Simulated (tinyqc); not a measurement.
Worked calculation: two-step dopant diffusion (predeposition and drive-in) with a constant diffusivity. Computed by tinyqc, a small Python program that keeps every step. Command: `OMP_NUM_THREADS=1 python tinyqc.py 3029429 3029430 out.jsonl dopdiff walk`. One thread of a shared host (Intel(R) Xeon(R) Processor @ 2.30GHz), about 0.06 s of CPU time with the checks. Intermediate numbers are printed to about 7 digits and carried at full precision; extremes and crossings named in words are read from the listed rows.

Fick diffusion into a half space x > 0 whose background doping C_B is of the opposite type, so that a junction lies where C = C_B.

Inputs (values chosen for the exercise, modelled on phosphorus in silicon):

| quantity | value | unit |
|---|---|---|
| prefactor D0 | 4.37 | cm^2/s |
| activation energy E | 3.66 | eV |
| surface concentration C_s | 1e+19 | 1/cm^3 |
| background doping C_B | 1.3e+16 | 1/cm^3 |
| predeposition temperature T1 | 975 | C |
| predeposition time t1 | 30 | min |
| drive-in temperature T2 | 1150 | C |
| drive-in time t2 | 60 | min |
| mean mobility in the layer mu | 260 | cm^2/(V s) |
| ramp rate | 3 | C/min |
| stand-by temperature | 700 | C |

Furnace ramps of the drive-in: linear ramps.

Constants: k_B = 8.617333262e-05 eV/K; e = 1.602176634e-19 C.

## Diffusivities

D = D0 exp(-E/(k_B T)). Temperatures in kelvin are T(C) + 273.15. Times in seconds are 60 times the minutes.

D1 = 7.280127e-15 cm^2/s

D2 = 4.779499e-13 cm^2/s

product D1 t1 = 1.310423e-11 cm^2

## Thermal budget with ramps

One ramp between the stand-by temperature and T2 adds int D dT / rate (40-point Gauss-Legendre); the usual estimate counts it as an extra time k_B T2^2/(E rate) at T2. (Dt)2 = D2 t2 + two ramps, times in seconds.

budget of one ramp = 4.280017e-10 cm^2

estimated extra time of one ramp = 15.89542 min

drive-in budget (Dt)2 = 2.576623e-09 cm^2

The integral equals 14.9 min at T2, against the estimate 15.9 min; both ramps make 33 % of the budget.

## Predeposition

C = C_s erfc(x/(2 sqrt(D1 t1))); dose Q = 2 C_s sqrt(D1 t1/pi); the junction solves erfc(z) = C_B/C_s with x_j = 2 z sqrt(D1 t1).

dose Q = 4.084706e+13 1/cm^2

z = 2.274041

junction depth after predeposition = 0.1646395 um

## Drive-in as a Gaussian

With a sealed surface and a thin source, C = Q/sqrt(pi (Dt)2) exp(-x^2/(4 (Dt)2)); x_j = 2 sqrt((Dt)2 ln(C(0)/C_B)); gradient at the junction |dC/dx| = C_B x_j/(2 (Dt)2).

surface concentration C(0) (Gaussian) = 4.540048e+17 1/cm^3

junction depth x_j = 1.913651 um

gradient at the junction = 4.827532e+20 1/cm^4

The drive-in moves the junction from 0.165 to 1.91 um and lowers the surface value by a factor 22.0. Caution: C_s exceeds the intrinsic carrier density of silicon at the predeposition temperature (2e18 to 1e19 per cm^3), where real diffusivities rise with concentration and profiles turn box-like.

## Sheet resistance

Net dose Q_net = Q erf(x_j/(2 sqrt((Dt)2))) - C_B x_j; R_s = 1/(e mu Q_net), with every dopant ionised and one mobility.

net dose = 3.804556e+13 1/cm^2

sheet resistance R_s (Gaussian) = 630.9753 ohm/square

## Exact junction depth

Exact two-step profile: C = (2 C_s/pi) int_0^alpha exp(-beta (1 + u^2))/(1 + u^2) du with alpha = sqrt(D1 t1/(Dt)2), beta = x^2/(4 (D1 t1 + (Dt)2)). The integral takes 48 Gauss-Legendre points; solve C(x) = C_B.

exact junction depth = 1.916437 um

## Gaussian against the exact two-step profile

Gaussian: C = Q/sqrt(pi (Dt)2) exp(-x^2/(4 (Dt)2)). Depths are fractions of the Gaussian x_j.

Profiles:

| x/x_j | x (um) | Gaussian (1/cm^3) | exact (1/cm^3) | ratio |
|---|---|---|---|---|
| 0.0 | 0.000000 | 4.540048e+17 | 4.532375e+17 | 1.001693 |
| 0.2 | 0.382730 | 3.938544e+17 | 3.933775e+17 | 1.001212 |
| 0.4 | 0.765460 | 2.571353e+17 | 2.571939e+17 | 0.999772 |
| 0.6 | 1.148191 | 1.263392e+17 | 1.266717e+17 | 0.997375 |
| 0.8 | 1.530921 | 4.671598e+16 | 4.699668e+16 | 0.994027 |
| 1.0 | 1.913651 | 1.300000e+16 | 1.313482e+16 | 0.989736 |
| 1.2 | 2.296381 | 2.722525e+15 | 2.765357e+15 | 0.984511 |

With D1 t1/(Dt)2 = 0.0051, the Gaussian is 0.17 % high at the surface and 1.0 % low at its own junction; the exact junction lies at 1.916 um, 0.15 % deeper. The dose is the same, but the real source already has a width, which is negligible here.

Checks made by the program: exact profile against the direct convolution of the erfc with the Gaussian kernel (relative difference below 1e-10).
